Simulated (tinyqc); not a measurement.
Convergence with the mesh: Born-von Karman spring model of a cubic crystal with one atom per cell. Computed by tinyqc, a small Python program. Command: `OMP_NUM_THREADS=1 python tinyqc.py 3018833 3018834 out.jsonl springs sweep`. One thread of a shared host (Intel(R) Xeon(R) Processor @ 2.30GHz), about 0.1 s of CPU time with the checks.

First neighbours lie at a/2 (1,1,0) (12 of them), second at a (1,0,0) (6), with all permutations and signs; the volume per atom is Omega = a^3/4. Two shells of springs match a real metal only roughly, above all at the zone boundary.

Inputs (values chosen for the exercise, modelled on silver): atomic mass M = 107.87 u; radial spring k1L = 1.36 eV/angstrom^2; transverse spring k1T = -0.098 eV/angstrom^2; radial spring k2L = 0.011 eV/angstrom^2; transverse spring k2T = -0.012 eV/angstrom^2; temperature T = 300 K.

Lattice: fcc.

Constants: nu for 1 eV/(angstrom^2 u) = 15.6333042 THz; h x 1 THz = 4.135667696 meV; k_B = 8.617333262e-05 eV/K; hbar^2/u = 4.18015928e-03 eV angstrom^2.

Method:
- A neighbour at R with unit vector n couples by the matrix K(R) = kL n n^T + kT (1 - n n^T), and D(q) = (1/M) sum_R K(R) [1 - cos(q.R)].
- An eigenvalue lambda of D in eV/(angstrom^2 u) gives nu = 15.6333042 THz x sqrt(lambda).
- Mesh: q = sum_i (m_i + 1/2)/n b_i, m_i = 0..n-1, with b = [[-1, 1, 1], [1, -1, 1], [1, 1, -1]] in 2 pi/a; sums are averages over the n^3 points, per atom.
- With x = h nu/(k_B T) and n = 1/(exp(x) - 1) for each mode: F = k_B T [x/2 + ln(1 - exp(-x))], U = k_B T x (n + 1/2), S/k_B = x n - ln(1 - exp(-x)), C/k_B = x^2 n (n + 1).
- <u_x^2> = (1/3) sum over modes of hbar^2/(2 M h nu) coth(x/2); zero-point energy = sum h nu/2. <u_x^2> converges slowly with the mesh, from below, with an error of order 1/n.

One run for each value:
```
mesh divisions n  <u_x^2> (angstrom^2)  heat capacity C (k_B/atom)  entropy S (k_B/atom)  zero-point energy (meV/atom)
2                             0.010005                      2.9341                5.3572                        19.078
3                             0.010181                      2.9341                5.3466                        19.103
4                             0.010373                      2.9341                5.3460                        19.105
6                             0.010613                      2.9341                5.3462                        19.105
8                             0.010745                      2.9341                5.3463                        19.105
12                            0.010883                      2.9341                5.3463                        19.105
16                            0.010953                      2.9341                5.3464                        19.105
```

What does the table show, and why?

Over the rows, <u_x^2> (angstrom^2) rises from 0.0100 to 0.0110 (exponent d ln y / d ln x 0.043 between the first rows and 0.022 between the last); heat capacity C (k_B/atom) does not change; entropy S (k_B/atom) goes from 5.36 through a minimum among these rows, 5.35 at 4.00, to 5.35. Against the finest mesh, the coarsest misses by 8.7 % in <u_x^2>, 1.1e-06 % in C, 0.2 % in S, 0.14 % in the zero-point energy. <u_x^2> converges slowest, since it weights each mode by 1/nu to 1/nu^2 and so the long waves near G.

Extremes, crossings and ranges named in words are read from the listed rows.
